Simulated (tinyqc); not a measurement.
# Gain factor and gap resistance from two string resistances

Problem. At small bit-line voltage each of the 96 cells has the resistance 1/(K x) at overdrive x (no mobility reduction) in series with a gap resistance Rg. Find K, Rg and the share of the gaps at the higher overdrive.

resistance of a string of 96 equal cells at overdrives of 3.5 and 7.7 V (kohm): [2867.6571, 1371.5532]

Answer. The resistance per cell is a straight line in 1/x with slope 1/K and intercept Rg.

K = 10.00 uA/V^2
Rg = 1.300 kohm
share of the gaps = 9.099 %

tinyqc, about 0.6 s, one thread, Intel Xeon 2.30GHz (shared host): `OMP_NUM_THREADS=1 python tinyqc.py 2142090 2142091 out.jsonl`
